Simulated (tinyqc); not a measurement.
# Reverse leakage of an n+-p junction: diffusion, generation, trap-assisted and band-to-band tunnelling: leakage components against the reverse bias

One-sided abrupt junction in the depletion approximation, x from the junction (0) to W on the p side, field F = F0 (1 - x/W). Flat quasi-Fermi levels, long p side. Traps generate through SRH with both lifetimes shortened by 1 + Gamma (Hurkx enhancement, form for moderate fields); band-to-band generation is local and needs a total bending above Eg.

ni = sqrt(Nc Nv) exp(-Eg/(2 Vt)), Eg in volts; Vbi = Vt ln(Na Nd/ni^2); W = sqrt(2 eps0 eps_r (Vbi + VR)/(q Na)); F0 = 2 (Vbi + VR)/W; FG = sqrt(24 mt m0 (kB T)^3)/(q hbar); J_diff = q ni^2 sqrt(Dn/tau)(1 - exp(-VR/Vt))/Na. u = (Vbi + VR)(1 - x/W)^2, p = Na exp(-u/Vt), n = Nd exp((u - Vbi - VR)/Vt); G0 = ni^2 (1 - exp(-VR/Vt))/(tau (n + p + 2 ni cosh(Et/Vt))); Gamma = 2 sqrt(3 pi)(F/FG) exp((F/FG)^2); trap-assisted part G0 Gamma; G_bb = Ab F^2.5 exp(-Bb/F) with F in V/cm, zero unless Vbi + VR > Eg. Currents are q times the integrals over 0 to W; J_bb under 1e-8 of J is printed as 0; rows with F0/FG above 2.2, beyond the range of this Gamma, are left out.

Inputs (values chosen for the exercise); band and dielectric values close to those of germanium:
- T = 400 K (temperature)
- Eg = 0.649 eV (band gap)
- eps_r = 15.9 (relative permittivity)
- Nc = 1.59e19 cm^-3 (conduction-band density of states at T)
- Nv = 9.38e18 cm^-3 (valence-band density of states at T)
- Na = 3.5e17 cm^-3 (acceptor density of the lighter side)
- Nd = 5e19 cm^-3 (donor density of the heavier side)
- tau = 4e-6 s (SRH lifetime of both carriers at zero field)
- Et = 0 eV (trap level above the intrinsic level)
- mt = 0.15 m0 (tunnelling mass)
- Dn = 11 cm^2/s (electron diffusion coefficient on the lighter side)
- Ab = 6.7e14 cm^-0.5 V^-2.5 s^-1 (band-to-band prefactor)
- Bb = 5.23e6 V/cm (band-to-band field constant)

Constants: q = 1.602176634e-19 C, kB = 1.380649e-23 J/K, hbar = 1.054571817e-34 J s, m0 = 9.1093837015e-31 kg, Vt = kB T/q, eps0 = 8.8541878128e-14 F/cm where lengths are in cm. Results are converted to the units shown.

Leakage components against the reverse bias:

| VR (V) | F0 (kV/cm) | F0/FG | J_diff (A/cm^2) | J_SRH (A/cm^2) | J_TAT (A/cm^2) | J_bb (A/cm^2) | J (A/cm^2) | largest part |
|---|---|---|---|---|---|---|---|---|
| 0.2 | 248 | 0.565 | 7.51e-4 | 3.34e-5 | 7.80e-5 | 5.88e-7 | 8.63e-4 | diffusion |
| 0.5 | 293 | 0.665 | 7.53e-4 | 6.18e-5 | 1.84e-4 | 2.86e-5 | 0.00103 | diffusion |
| 0.8 | 331 | 0.752 | 7.53e-4 | 8.45e-5 | 3.04e-4 | 3.84e-4 | 0.00153 | diffusion |
| 1.1 | 365 | 0.830 | 7.53e-4 | 1.04e-4 | 4.40e-4 | 0.00259 | 0.00388 | band-to-band tunnelling |
| 1.4 | 397 | 0.902 | 7.53e-4 | 1.22e-4 | 5.93e-4 | 0.0114 | 0.0129 | band-to-band tunnelling |
| 1.7 | 426 | 0.968 | 7.53e-4 | 1.38e-4 | 7.67e-4 | 0.0379 | 0.0396 | band-to-band tunnelling |
| 2 | 453 | 1.03 | 7.53e-4 | 1.52e-4 | 9.64e-4 | 0.103 | 0.105 | band-to-band tunnelling |
| 2.3 | 479 | 1.09 | 7.53e-4 | 1.66e-4 | 0.00119 | 0.242 | 0.244 | band-to-band tunnelling |
| 2.6 | 503 | 1.14 | 7.53e-4 | 1.79e-4 | 0.00144 | 0.507 | 0.509 | band-to-band tunnelling |

J rises from 8.63e-4 to 0.509 A/cm^2. Diffusion leads at VR = 0.2, band-to-band tunnelling from 1.1 on. The ratio J_TAT/J_SRH goes from 2.34 to 8.03 as F0/FG goes from 0.565 to 1.14.

Range of the model: The n+ side is degenerate, so Vbi from Boltzmann statistics is only a guide.

Program tinyqc, `OMP_NUM_THREADS=1 python tinyqc.py 2290084 2290085 out.jsonl`; Intel Xeon 2.30GHz, shared host, one thread, about 0.01 s.
